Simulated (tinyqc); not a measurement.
Inside a calculation. Model: phase-change memory cell, resistance drift and retention.

tinyqc, about 0.01 s, one thread, Intel Xeon 2.30GHz (shared host): `OMP_NUM_THREADS=1 python tinyqc.py 2880021 2880022 out.jsonl` Printed values are rounded.

The amorphous state follows Ra = R0 (t/t0)^nu exp[(q Ec/kB)(1/T - 1/(300 K))], with nu taken as independent of T. An intermediate level follows the logarithmic mixing rule ln R = (1 - fa) ln Rc + fa ln Ra with constant Rc. The time to lose the data by crystallisation is tr = tx exp[(q Ex/kB)(1/T - 1/Tx)]; 1 year = 3.15576e7 s. These are empirical laws.

Parameters, values chosen for the exercise; values of the order found in chalcogenide phase-change cells: resistance of the amorphous state at t0 and 300 K R0 = 0.79 Mohm; reference time t0 = 0.1 s; drift exponent nu = 0.081; activation energy of conduction Ec = 0.15 eV; activation energy of crystallisation Ex = 3.1 eV; temperature of a bake Tx = 473 K; time to crystallise in that bake tx = 17 s; operating temperature T = 398 K; time of the read t = 86400 s; amorphous share of an intermediate level fa = 0.51; resistance of the crystalline state Rc = 5.8 kohm.

Constants: q = 1.602176634e-19 C, kB = 1.380649e-23 J/K. Results are converted to the units shown.

## Resistances at the read

Ra and the intermediate level as above; its effective drift exponent is fa nu.

drift factor = 3.02592
temperature factor = 0.239621
Ra = 0.572809 Mohm
intermediate level = 0.0603482 Mohm
effective exponent = 0.04131

Against R0 the resistance has fallen by a factor of 1.38.

## Retention

tr at T; the ten-year temperature solves tr = 10 years: 1/T10 = 1/Tx + (kB/(q Ex)) ln(10 years/tx).

tr = 0.902901 years
T10 = 387.686 K
loss of tr per kelvin, q Ex/(kB T^2) = 22.7103 %/K

T lies 10.3 K above T10, so ten years are missed.
